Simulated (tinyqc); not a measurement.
Inside a calculation. Model: X-ray reflectivity of a thin film on silicon: critical angles, Parratt recursion, fringes and roughness. Computed by tinyqc, a small Python program that keeps every step. Command: `OMP_NUM_THREADS=1 python tinyqc.py 3121388 3121389 out.jsonl xrr walk`. One thread of a shared host (Intel(R) Xeon(R) Processor @ 2.30GHz), about 0.01 s of CPU time with the checks. Intermediate numbers are printed to about 6 digits and carried at full precision; extremes and crossings named in words are read from the listed rows.

n = 1 - delta + i beta; the classical electron radius is r_e = 2.8179403e-6 nm. Layer 0 is vacuum, 1 the film, 2 the substrate.

Inputs (values chosen for the exercise, modelled on a porous low-k film on silicon, copper K-alpha radiation): wavelength lambda = 0.15406 nm; film density rho = 1.26 g/cm^3; effective electrons per unit mass, film = 0.523 mol/g; beta/delta, film = 0.0096; film thickness d = 72.1 nm; roughness of the surface sigma_1 = 0.15 nm; roughness of the interface sigma_2 = 0.63 nm; substrate density = 2.33 g/cm^3; effective electrons per unit mass, substrate = 0.507 mol/g; beta/delta, substrate = 0.023; grazing angle theta = 2.38 degrees.

Constants: N_A = 6.02214076e+23 1/mol.

## Optical constants

delta = r_e lambda^2 rho_e/(2 pi), rho_e = density x electrons per mass x N_A; critical angle sqrt(2 delta), q_c = 4 sqrt(pi r_e rho_e).

Constants:
```
layer      rho_e (1/nm^3)        delta         beta  critical angle (degrees)  q_c (1/nm)
film              396.847  4.22430e-06  4.05533e-08                  0.166539    0.237090
substrate         711.402  7.57263e-06  1.74170e-07                  0.222977    0.317437
```

The film is less dense in electrons than the substrate, so a second edge from the substrate can show.

## Critical angle of the film

The formulas are those given above.

critical angle of the film = 0.166539 degrees

## Reflectivity at one angle

k_j = (2 pi/lambda) sqrt(sin^2 theta - 2 delta_j + 2 i beta_j); r_ij = (k_i - k_j)/(k_i + k_j) x exp(-2 k_i k_j sigma^2) (Nevot-Croce); r = (r_01 + r_12 p)/(1 + r_01 r_12 p), p = exp(2 i k_1 d); R = |r|^2.

k_0, k_1, k_2 (1/nm): [1.69363, 1.68948+0.00004i, 1.68618+0.00017i]

1000 r_01 = 1.07947-0.01039i

1000 r_12 = 0.101864-0.004107i

p = 0.148106-0.983166i

reflectivity R = 1.20159e-06

q = 4 pi sin(theta)/lambda = 3.38727 1/nm

## Fringe period, contrast and decay

Far above the critical angle the period is d theta = lambda/(2 d), or 2 pi/d in q; the envelope runs between (|r_01| - |r_12 p|)^2 and (|r_01| + |r_12 p|)^2; contrast = 2 a b/(a^2 + b^2) with a = |r_01|, b = |r_12 p|; roughness factors on the amplitudes are about exp(-q^2 sigma^2/2).

period in theta = 0.0612135 degrees

period in q = 0.0871454 1/nm

contrast = 0.186149

roughness factor, surface = 0.878906

roughness factor, interface = 0.102599

## Thickness from the minima

Minima of R theta^4 are located on 6001 points over 7.5 periods, from 1.15 times the larger critical angle. With refraction, sin^2(theta_m) = 2 delta + m^2 (lambda/(2 d))^2, m integer or half-integer; the first six minima are used, and the first order is the one that minimises the largest residual of the least-squares line plus the distance of its intercept from 2 delta. Without refraction, d = lambda/(2 x mean step of sin theta).

Minima:
```
order m  theta (degrees)  sin^2 theta
3.5             0.271880  2.25168e-05
4.5             0.322229  3.16285e-05
5.5             0.375943  4.30520e-05
6.5             0.431648  5.67552e-05
7.5             0.488653  7.27353e-05
8.5             0.546653  9.10258e-05
```

d with refraction = 72.0859 nm

d without refraction = 80.3140 nm

Against d = 72.1 nm the errors are -0.02 % with and +11.39 % without refraction. The orders are half-integers, as r_01 and r_12 have the same sign for a film less dense than the substrate.

## Which roughness does what

R is averaged over one period above each angle (64 points); contrast = (max - min)/(max + min) of R theta^4 over that period. Cases: smooth; only sigma_1; only sigma_2; both.

Mean R and contrast:
```
theta (degrees)     R smooth  contrast   R, sigma_1  contrast, sigma_1   R, sigma_2  contrast, sigma_2      R, both  contrast, both
0.8              1.84004e-04  0.977640  1.80732e-04           0.980778  1.54648e-04           0.895642  1.51379e-04        0.901964
1.2              3.41832e-05  0.974930  3.27878e-05           0.981531  2.50099e-05           0.745879  2.36095e-05        0.761782
1.8              6.90485e-06  0.973328  6.30031e-06           0.987346  4.45464e-06           0.403330  3.84782e-06        0.430167
2.5              1.94903e-06  0.973386  1.64897e-06           0.996319  1.18996e-06           0.121797  8.91374e-07        0.144146
3.5              5.03823e-07  0.972475  3.69569e-07           0.997892  3.11129e-07           0.010730  1.76507e-07        0.018525
```

At 2.5 degrees sigma_1 alone multiplies the mean R by 0.85 and sigma_2 alone by 0.61; the contrast goes from 0.97 (smooth) to 1.00 and 0.12.

Checks made by the program: smooth bare substrate far above q_c against (q_c/2q)^4 (relative difference 1e-03).
